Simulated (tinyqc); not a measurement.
Cabrera-Mott growth of a thin oxide under its own electric field: one step, computed by the program tinyqc. Command: `OMP_NUM_THREADS=1 python tinyqc.py 3003592 3003593 out.jsonl cabrera walk`. One thread of a shared host (Intel(R) Xeon(R) Processor @ 2.30GHz), about 0.01 s of CPU time with the checks.

Electrons cross the film freely and set a fixed potential V across it; the field V/x lowers the barrier for ions entering the oxide.

Task: Thickness after time t. u = u0 exp(-W/(k_B T)), X1 = z b V/(k_B T) with V in volts and k_B T in eV; dx/dt = 2 u sinh(X1/x). t(x) = int_(x0)^x dx / (dx/dt) by Gauss-Legendre quadrature (80 points on each side of (x0 + 2 x)/3), solved for x.

Inputs (values chosen for the exercise, for a model metal):

| quantity | value | unit |
|---|---|---|
| Mott potential V | 1.6 | V |
| temperature T | 350 | K |
| starting thickness x0 | 6.3 | angstrom |
| time t | 270000 | s |

Backward hops: kept.

u = 6.293477e-09 angstrom/s

X1 = 238.7215 angstrom

Give: thickness x; rate at time t; field at time t.

Result:

thickness x = 31.47 angstrom

rate at time t = 1.239e-05 angstrom/s

field at time t = 5.084 MV/cm

X1/x = 7.59: the field term still rules. Caution: the starting field or rate is formal: the first layers form as fast as oxygen arrives.
